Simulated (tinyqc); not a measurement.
Worked calculation: thin (001) film in sp3s* tight binding with raised dangling bonds. Values are carried at full precision from step to step, so a last printed digit may differ when a step is redone from the rounded ones.

sp3s* tight binding, nearest neighbours only: anion (a) at 0, cation (c) at a/4 (1,1,1), orbitals s, px, py, pz, s* on each; k in units of 2 pi/a. With phases e_j = exp(i (pi/2) k.n_j) for n = (1,1,1), (1,-1,-1), (-1,1,-1), (-1,-1,1): g0 = (e1+e2+e3+e4)/4, g1 = (e1+e2-e3-e4)/4, g2 = (e1-e2+e3-e4)/4, g3 = (e1-e2-e3+e4)/4. The diagonal holds the levels Esa, Epa, Exa (s*) and Esc, Epc, Exc. Anion-cation block: <sa|sc> = Vss g0; <sa|xc> = Vsapc g1; <xa|sc> = -Vscpa g1; <xa|xc> = Vxx g0; <xa|yc> = <ya|xc> = Vxy g3, <xa|zc> = <za|xc> = Vxy g2, <ya|zc> = <za|yc> = Vxy g1; <s*a|xc> = Vxapc g1; <xa|s*c> = -Vpaxc g1; y and z take g2 and g3 in place of g1; s-s* and s*-s* vanish.

Values chosen for the exercise (out of a larger set: near a published set for GaP, fitted to gaps, whose masses and valley positions are rough; not measured data): p = (-8.11, 1.129, -2.2, 4.14, 8.482, 7.185, -7.444, 2.161, 5.139, 4.276, 6.363, 4.652, 5.066) eV (order Esa, Epa, Esc, Epc, Exa, Exc, Vss, Vxx, Vxy, Vsapc, Vscpa, Vxapc, Vpaxc); N = 4 (atomic planes in the small film); dl = 5 eV (shift of the dangling hybrids).

## Bulk edges along [001]

Gap at Gamma and minimum on (0,0,kz), kz from 0.5 to 1, from the bulk Ev. States at zero in-plane momentum come from this line alone.

edges (eV): Gamma 2.8533, Delta 2.3543

kz of the minimum = 1.0000 2 pi/a

## The two blocks of the small film

Planes alternate anion (a), cation (c) along [001], a/4 apart, starting with an anion; zero in-plane momentum; levels counted from the bulk Ev, the lower root of [[Epa, Vxx], [Vxx, Epc]]; no spin-orbit coupling. Block of s, pz, s*: from an anion to the cation above, Vss/2 (s,s), Vsapc/2 (s,z), -Vscpa/2 (z,s), Vxx/2 (z,z), Vxapc/2 (s*,z), -Vpaxc/2 (z,s*); to the cation below the same with the s-z and s*-z signs reversed. Block of u = (px + py)/sqrt2 and v = (px - py)/sqrt2: to the cation above (Vxx + Vxy)/2 for u and (Vxx - Vxy)/2 for v, to the cation below the reverse. Each surface atom has two dangling sp3 hybrids; raising both by dl adds (dl/2) [[1, t], [t, 1]] to its s, pz levels (t = -1 at the bottom face, +1 at the top) and dl to the one of u, v in whose plane the missing bonds lie (v for a bottom anion or a top cation, u for a top anion).

Fill them in.

s, pz, s* block (eV), rows sa1, za1, *a1, sc2, zc2, *c2, sa3, za3, *a3, sc4, zc4, *c4 and columns alike:
```
[[-5.611, -2.500, 0, -3.722, 2.138, 0, 0, 0, 0, 0, 0, 0],
 [-2.500, 3.628, 0, -3.182, 1.081, -2.533, 0, 0, 0, 0, 0, 0],
 [0, 0, 8.481, 0, 2.326, 0, 0, 0, 0, 0, 0, 0],
 [-3.722, -3.182, 0, -2.201, 0, 0, -3.722, 3.182, 0, 0, 0, 0],
 [2.138, 1.081, 2.326, 0, 4.139, 0, -2.138, 1.081, -2.326, 0, 0, 0],
 [0, -2.533, 0, 0, 0, 7.184, 0, 2.533, 0, 0, 0, 0],
 [0, 0, 0, -3.722, -2.138, 0, -8.111, 0, 0, -3.722, 2.138, 0],
 [0, 0, 0, 3.182, 1.081, 2.533, 0, 1.128, 0, -3.182, 1.081, -2.533],
 [0, 0, 0, 0, -2.326, 0, 0, 0, 8.481, 0, 2.326, 0],
 [0, 0, 0, 0, 0, 0, -3.722, -3.182, 0, 0.299, 2.500, 0],
 [0, 0, 0, 0, 0, 0, 2.138, 1.081, 2.326, 2.500, 6.639, 0],
 [0, 0, 0, 0, 0, 0, 0, -2.533, 0, 0, 0, 7.184]]
```

u, v block (eV), rows ua1, va1, uc2, vc2, ua3, va3, uc4, vc4 and columns alike:
```
[[1.128, 0, 3.650, 0, 0, 0, 0, 0],
 [0, 6.128, 0, -1.489, 0, 0, 0, 0],
 [3.650, 0, 4.139, 0, -1.489, 0, 0, 0],
 [0, -1.489, 0, 4.139, 0, 3.650, 0, 0],
 [0, 0, -1.489, 0, 1.128, 0, 3.650, 0],
 [0, 0, 0, 3.650, 0, 1.128, 0, -1.489],
 [0, 0, 0, 0, 3.650, 0, 4.139, 0],
 [0, 0, 0, 0, 0, -1.489, 0, 9.139]]
```

## Levels of the small film

Diagonalise both blocks.

levels of the s, pz, s* block (eV): [-12.060, -9.071, -4.328, 1.612, 2.971, 3.385, 4.168, 6.217, 7.801, 9.251, 10.102, 11.195]

levels of the u, v block (eV): [-2.083, -1.547, -0.706, 5.055, 5.973, 7.350, 7.492, 9.535]

1 level lies between 0 and the bulk edge 2.354 eV: 1.612 eV.

## Checks

- Lowest conduction level of 201 planes, with the dangling hybrids shifted far away, against the bulk edge: 2.355 against 2.354.

Run: tinyqc, `OMP_NUM_THREADS=1 python tinyqc.py 1450831 1450832 out.jsonl`; Intel(R) Xeon(R) Processor @ 2.30GHz, one thread, shared host; about 0.3 s of CPU time with all checks.
